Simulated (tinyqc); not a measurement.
## Effect of the position of a charge sheet

One sheet of -2.9e11 cm^-2 lies at the depth x from the gate; it shifts Vfb by -(q/eps0) Q s, with s = x/e2 in layer 2 and t2/e2 + (x - t2)/e1 in layer 1, and it induces the share s/(t1/e1 + t2/e2) of its image in the semiconductor.

Parameters, values chosen for the exercise:
```
symbol  value  unit                                          meaning
t1        0.5    nm  thickness of layer 1, next to the semiconductor
e1       4.05                       relative permittivity of layer 1
t2        4.1    nm           thickness of layer 2, next to the gate
e2         26                       relative permittivity of layer 2
```

Constants: q = 1.602176634e-19 C, eps0 = 8.8541878128e-14 F/cm where lengths are in cm. Results are converted to the units shown.

Result of one run:
```
x (nm),shift (mV),image in the semiconductor (%)
2.3,4.6421,31.464
```

What becomes of these results when the depth of the sheet x is changed from 2.3 to 3.45 nm, all else the same?

Result of the changed run:
```
x (nm),shift (mV),image in the semiconductor (%)
3.45,6.9631,47.196
```

The whole series:
```
x (nm),shift (mV),image in the semiconductor (%)
0,0,0
0.57,1.1504,7.7977
1.15,2.3210,15.732
1.72,3.4715,23.530
2.3,4.6421,31.464
2.88,5.8127,39.399
3.45,6.9631,47.196
4.02,8.1136,54.994
4.6,14.754,100.00
```

The shift grows from 0 at the gate to 14.8 mV at the semiconductor, by 2.02 mV/nm in layer 2 and 13.0 mV/nm in layer 1, the ratio of the permittivities. A sheet between the layers has 56.1 % of its full effect.

tinyqc, about 0.01 s, one thread, Intel Xeon 2.30GHz (shared host): `OMP_NUM_THREADS=1 python tinyqc.py 2010068 2010069 out.jsonl`
